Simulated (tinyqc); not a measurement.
Deep level with several charge states, and Shockley-Read-Hall recombination: one step. Charge states at a trial Fermi level. Three cases, with inputs chosen for the exercise.

Problem. Form the exponents, the shares, the mean charge and the residual of neutrality at EF = E_try.

Energies from Ev. The defect has charge states +1, 0, -1 with weights 1, gm exp((EF - E1)/kT), exp((2 EF - E1 - E2)/kT); the shares are the weights over their sum. Boltzmann carriers: n = Nc exp((EF - Eg)/kT), p = Nv exp(-EF/kT). Neutrality: p - n + Nd + Nt <q> = 0.

Constants: kB = 8.617333262e-05 eV/K.

Give: exponents of the second and third weights; shares; <q>; n, p; residual.

Case 1.

Values chosen (gap and densities of states near those of Si at this temperature; the results hold for these values, not for the real material):
- Eg = 1.123 eV (gap)
- Nc = 2.82e+19 1/cm^3 (conduction-band density of states)
- Nv = 1.15e+19 1/cm^3 (valence-band density of states)
- T = 300 K
- E1 = 0.29 eV (level (+1/0) above Ev)
- E2 = 0.721 eV (level (0/-1) above Ev)
- gm = 2 (degeneracy of the middle state, the others 1)
- Nt = 1.4e+13 1/cm^3 (defects)
- Nd = 1.5e+12 1/cm^3 (ionised shallow donors minus acceptors)
- E_try = 0.179 eV (trial Fermi level)

Solution.

exponents of the second and third weights: -4.294  -25.259

shares: +1 0.9734, 0 0.0266, -1 0.0000

<q> = 0.9734

n, p (1/cm^3): 3.91e+03  1.13e+16

residual = 1.13e+16 1/cm^3

The residual is positive, so EF must rise.

Case 2.

Values chosen (gap and densities of states near those of GaAs at this temperature; the results hold for these values, not for the real material):
- Eg = 1.409 eV (gap)
- Nc = 5.44e+17 1/cm^3 (conduction-band density of states)
- Nv = 1.24e+19 1/cm^3 (valence-band density of states)
- T = 350 K
- E1 = 1.071 eV (level (+1/0) above Ev)
- E2 = 1.01 eV (level (0/-1) above Ev)
- gm = 1 (degeneracy of the middle state, the others 1)
- Nt = 1.2e+14 1/cm^3 (defects)
- Nd = -7.1e+14 1/cm^3 (ionised shallow donors minus acceptors)
- E_try = 0.852 eV (trial Fermi level)

Solution.

exponents of the second and third weights: -7.261  -12.500

shares: +1 0.9993, 0 0.0007, -1 0.0000

<q> = 0.9993

n, p (1/cm^3): 5.19e+09  6.69e+06

residual = -5.90e+14 1/cm^3

The residual is negative, so EF must fall.

Case 3.

Values chosen (gap and densities of states near those of GaN at this temperature; the results hold for these values, not for the real material):
- Eg = 3.448 eV (gap)
- Nc = 2.24e+18 1/cm^3 (conduction-band density of states)
- Nv = 4.57e+19 1/cm^3 (valence-band density of states)
- T = 300 K
- E1 = 2.363 eV (level (+1/0) above Ev)
- E2 = 2.3 eV (level (0/-1) above Ev)
- gm = 2 (degeneracy of the middle state, the others 1)
- Nt = 2.6e+16 1/cm^3 (defects)
- Nd = -2.9e+16 1/cm^3 (ionised shallow donors minus acceptors)
- E_try = 1.171 eV (trial Fermi level)

Solution.

exponents of the second and third weights: -46.109  -89.780

shares: +1 1.0000, 0 0.0000, -1 0.0000

<q> = 1.0000

n, p (1/cm^3): 1.25e-20  0.973

residual = -3.00e+15 1/cm^3

The residual is negative, so EF must fall.

Computed by tinyqc, one run a case: `OMP_NUM_THREADS=1 python tinyqc.py N N+1 out.jsonl` with N = 1680739, 1680822, 1680825; one thread of a shared Intel(R) Xeon(R) Processor @ 2.30GHz, about 0.01 s a run at most.
